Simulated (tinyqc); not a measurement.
Along the channel and with depth: stress in a transistor channel from embedded alloy regions, liners and fins, by half-space elasticity. Computed by tinyqc, a small Python program. Command: `OMP_NUM_THREADS=1 python tinyqc.py 3003838 3003839 out.jsonl stressor walk`. One thread of a shared host (Intel(R) Xeon(R) Processor @ 2.30GHz), about 0.01 s of CPU time with the checks.

Plane strain in an isotropic half-space, the same constants everywhere; x along the channel from its centre, y downwards from the free surface; stress is positive in tension.

Inputs (values chosen for the exercise, modelled on silicon):

| quantity | value | unit |
|---|---|---|
| alloy fraction x | 0.25 | - |
| lattice change per unit x, beta | 0.0416 | - |
| Young's modulus E | 164 | GPa |
| Poisson ratio nu | 0.22 | - |
| channel length L | 76 | nm |
| length of each stressor S | 65 | nm |
| recess depth d | 60 | nm |
| depth of the field point y | 2.6 | nm |

Stressor: Si(1-x)Ge(x) source and drain.

Method. Misfit e = beta x. A fully constrained inclusion holds the stress -p with p = E e/(1 - 2 nu); a blanket film would hold -E e/(1 - nu) in the plane. A line element dA of misfit at (a, c) in the half-space gives, with C = E e/(2 pi (1 - nu)), X = x - a, r1^2 = X^2 + (y - c)^2, r2^2 = X^2 + Y^2, Y = y + c: s_xx = -C dA {[X^2 - (y - c)^2]/r1^4 + 3 [X^2 - Y^2]/r2^4 + 4 y Y (Y^2 - 3 X^2)/r2^6}, s_yy = C dA {[X^2 - (y - c)^2]/r1^4 - [X^2 - Y^2]/r2^4 + 4 y Y (Y^2 - 3 X^2)/r2^6}. These are integrated over two rectangles, L/2 < |a| < L/2 + S, 0 < c < d (closed form in a, 200 Gauss-Legendre points in c).

misfit e = 0.0104

Stress (MPa):

| 2x/L | s_xx at y | s_yy at y | s_xx at d/2 | s_xx at 1.5 d |
|---|---|---|---|---|
| 0.0 | -1213.2 | -0.787 | -311.40 | 160.32 |
| 0.2 | -1214.2 | -0.654 | -314.14 | 163.68 |
| 0.4 | -1211.9 | -0.129 | -328.00 | 174.59 |
| 0.6 | -1183.6 | 1.697 | -369.00 | 194.97 |
| 0.8 | -1030.2 | 16.078 | -454.98 | 225.74 |

Near the surface s_xx changes by -15 % from the centre to 2x/L = 0.8. At the centre, s_xx at half the recess depth is 0.26 of its value at y, and below the recess -0.13. An element acts with the sign of X^2 - (y - c)^2, so its direct term reverses where the offset in depth exceeds the lateral distance, and the image terms that amplify the stress near the surface fade with depth.
